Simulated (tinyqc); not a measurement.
Convergence with cell size: Koster-Slater impurity in a tight-binding band, by Green functions and by supercells. Computed by tinyqc, a small Python program. Command: `OMP_NUM_THREADS=1 python tinyqc.py 3028752 3028753 out.jsonl kosterslater walk`. One thread of a shared host (Intel(R) Xeon(R) Processor @ 2.30GHz), about 0.02 s of CPU time with the checks.

One orbital per site, e(k) = -2 t sum cos(k_i) over 2 direction(s), band from -4 t to 4 t, lattice constant 1. One site has the extra energy U. Spin is left out.

Inputs (values chosen for the exercise, for a model band): hopping t = 1.3 eV; impurity potential U = -4.42 eV.

Lattice: square.

Method:
- Outside the band G0(E) = (2/(pi E)) K(m), m = 16 t^2/E^2, K the complete elliptic integral with parameter m.
- A bound state solves 1/U = G0(E).
- Bisection in ln(distance from the edge) between 1e-5 t and |U| + t. Weight on the impurity site: -1/(U^2 dG0/dE), by a central difference with step min(1e-4 t, distance/30). Decay length along an axis: 1/arccosh(1 + distance/(2 t)).
- In a periodic cell of N sites along each direction with Bloch vector K, the level solves 1/U = N^-d sum_k 1/(E - e(k)), k_i = (2 pi m_i + K_i)/N, m_i = 0..N-1; the outermost root on the side of U is taken (bisection). d is the number of directions. Gamma means K_i = 0, the zone corner K_i = pi, the quarter point K_i = pi/2.
- Even N; errors against the isolated level E_b, set to 0 below 1e-6 t.

level E_b = -6.03298 eV

decay length = 1.28122 sites

Error of the level (eV):

| N | sites | Gamma | corner | quarter point |
|---|---|---|---|---|
| 2 | 4 | -1.0196e+00 | 1.6130e+00 | 1.7566e-01 |
| 4 | 16 | -1.6782e-01 | 1.7566e-01 | 5.2455e-03 |
| 6 | 36 | -3.0887e-02 | 2.8596e-02 | 1.9385e-04 |
| 8 | 64 | -5.6416e-03 | 5.2455e-03 | 7.4761e-06 |
| 12 | 144 | -1.9892e-04 | 1.9385e-04 | 0 |
| 16 | 256 | -7.5293e-06 | 7.4761e-06 | 0 |

The error at Gamma falls exponentially, between the last two resolved rows by exp(-0.819) per site against 1/(decay length) = 0.781; the rest is the power-law prefactor of the Green function. Gamma and the corner err in opposite directions. Among the sizes listed an error below 1 meV is first reached at N = 12 at Gamma; at the quarter point N = 6 is enough.

Extremes, crossings and ranges named in words are read from the listed rows.
